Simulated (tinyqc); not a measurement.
Deformation-potential model of the X valleys of a conduction band: one step. Shares of the electrons. Three cases, with inputs chosen for the exercise.

Problem. Boltzmann factors of the shifts.

Valleys with axes along x, y and z, one whole valley each. Herring-Vogt shift of a valley with unit axis a: dE = Xd tr(e) + Xu a.e.a. Non-degenerate shares n_i = exp(-dE_i/kT)/sum_j exp(-dE_j/kT). Inverse mass tensor of a valley: (1 - a a)/mt + a a/ml; the masses are taken as independent of strain.

Constants: kB = 8.617333262e-05 eV/K.

Case 1.

Values chosen (out of a larger set: near those of GaP; not measured data): T = 350 K (temperature).

shifts dE (meV): x -12.9201, y -12.9201, z 6.3674

Case 2.

Values chosen (out of a larger set: near those of AlAs; not measured data): T = 77 K (temperature).

shifts dE (meV): x 22.9835, y 22.9835, z 22.9835

Case 3.

Values chosen (out of a larger set: near those of GaP; not measured data): T = 200 K (temperature).

shifts dE (meV): x 16.9000, y 16.9000, z -7.8148

Give: kT; shares; effective number of valley axes, 1/(largest share).

Solution.

Case 1.

kT = 30.161 meV

shares: x 0.3956, y 0.3956, z 0.2087

effective number of valley axes, 1/(largest share) = 2.528

Case 2.

kT = 6.635 meV

shares: x 0.3333, y 0.3333, z 0.3333

effective number of valley axes, 1/(largest share) = 3.000

Case 3.

kT = 17.235 meV

shares: x 0.1614, y 0.1614, z 0.6772

effective number of valley axes, 1/(largest share) = 1.477

Computed by tinyqc, one run a case: `OMP_NUM_THREADS=1 python tinyqc.py N N+1 out.jsonl` with N = 1050076, 1050232, 1051447; one thread of a shared Intel(R) Xeon(R) Processor @ 2.30GHz, about 0.03 s a run at most.
